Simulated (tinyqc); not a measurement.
From one set of inputs to another, one input at a time: Stillinger-Weber potential for a tetrahedral semiconductor. Computed by tinyqc, a small Python program. Command: `OMP_NUM_THREADS=1 python tinyqc.py 3021513 3021514 out.jsonl swsi ladder`. One thread of a shared host (Intel(R) Xeon(R) Processor @ 2.30GHz), about 0.1 s of CPU time with the checks.

With x = r/sigma: pair term eps A (B x^-4 - 1) exp(1/(x - a)); for each pair of neighbours j, k of atom i, three-body term eps lambda exp(gamma/(x_ij - a) + gamma/(x_ik - a)) (cos theta_jik + 1/3)^2; both vanish beyond x = a. A = 7.049556277, B = 0.6022245584, a = 1.8.

The inputs printed are set A. Set A is modelled on silicon; the values taken over come from a set modelled on germanium. Inputs not listed in the table keep their values of set A, so the rows need not describe a real material.

Inputs (values chosen for the exercise, modelled on silicon): energy scale eps = 2.184 eV; length scale sigma = 2.086 angstrom; three-body strength lambda = 21.9; gamma = 1.3.

Constants: 1 eV/angstrom^3 = 160.2176634 GPa.

Method. All angles are tetrahedral, so only the pair term acts; its minimum lies at x = 2^(1/6) with depth eps, and second neighbours lie beyond the cut-off. a0 = 4 d/sqrt3; E = -2 eps per atom. Second derivatives of the energy per atom, volume a0^3/8: e_xx gives C11, e_xx = -e_yy gives 2 (C11 - C12), e_xy = e_yx = h/2 gives the unrelaxed C44(0). Under that shear the second sublattice shifts by u_z; minimising over u_z gives C44 = C44(0) - E_hu^2/(E_uu V) and Kleinman's zeta = |E_hu/E_uu|/(a0/4). The optical force constant is k = 4 E_uu, with M omega^2 = k at the zone centre.

Each row keeps all changes above it:
```
input moved                     from     to  C11 (GPa)  internal strain zeta  optical force constant k (eV/angstrom^2)
set A                              -      -      143.1                0.6951                                     35.08
gamma                            1.3    1.2      156.7                0.6171                                     37.52
length scale sigma (angstrom)  2.086   2.19      135.4                0.6171                                     34.04
three-body strength lambda      21.9   28.3      148.9                0.5396                                     36.58
energy scale eps (eV)          2.184  1.983      135.2                0.5396                                     33.22
```

Where does the difference come from?

C11 goes from 143 to 135, a factor 0.944 in all. The largest single move comes from length scale sigma (a factor 0.864), and three-body strength lambda works against it (a factor 1.10). Internal strain zeta goes from 0.695 to 0.540, a factor 0.776 in all. The largest single move comes from three-body strength lambda (a factor 0.874). Optical force constant k goes from 35.1 to 33.2, a factor 0.947 in all. The largest single move comes from length scale sigma (a factor 0.907), and three-body strength lambda works against it (a factor 1.07). The single moves hold for this order of the switches; the total does not depend on the order.

Caution (all rows): the original fit to silicon is too soft in shear (C44) and too stiff for the optical mode.

Extremes, crossings and ranges named in words are read from the listed rows.
